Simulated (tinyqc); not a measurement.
Ellipsoidal valleys in the axes of a wafer and a channel: one step. Tensors of the valley [-1-11].

Valleys with axes a along [111], [1-1-1], [-11-1] and [-1-11], one whole valley each; inverse mass tensor w = 1/mt + (1/ml - 1/mt) a a. Device axes: z = nz/|nz|, x = nx/|nx|, y = z cross x; in them a = (ax, ay, az). Confinement mass mz = 1/w_zz. In the plane w_ij is replaced by u_ij = w_ij - w_iz w_jz/w_zz (i, j = x, y); density-of-states mass md = 1/sqrt(det u); conductivity mass along x mc = 1/u_xx; ballistic transport mass mx = u_yy/det u, width mass my = 1/u_yy.

Inputs chosen for the exercise (out of a larger set: near those of the L valleys of GaAs; not measured data): ml = 1.838 m0 (longitudinal mass); mt = 0.077 m0 (transverse mass).

valley axes:
```
                ax         ay         az
[111]     0.000000   0.000000   1.000000
[1-1-1]   0.816497   0.471405  -0.333333
[-11-1]  -0.816497   0.471405  -0.333333
[-1-11]   0.000000  -0.942809  -0.333333
```

Problem. Form w and the reduced tensor u.

Give: w; u.

Solution.

w (1/m0):
```
         x        y        z
x  12.9870   0.0000   0.0000
y   0.0000   1.9266  -3.9104
z   0.0000  -3.9104  11.6045
```

u (1/m0):
```
         x       y
x  12.9870  0.0000
y   0.0000  0.6089
```

The axis is tilted against the normal, so w_xz or w_yz is not zero and the reduction changes the masses in the plane.

Run: tinyqc, `OMP_NUM_THREADS=1 python tinyqc.py 1850657 1850658 out.jsonl`; Intel(R) Xeon(R) Processor @ 2.30GHz, one thread, shared host; about 0.01 s of CPU time with all checks.
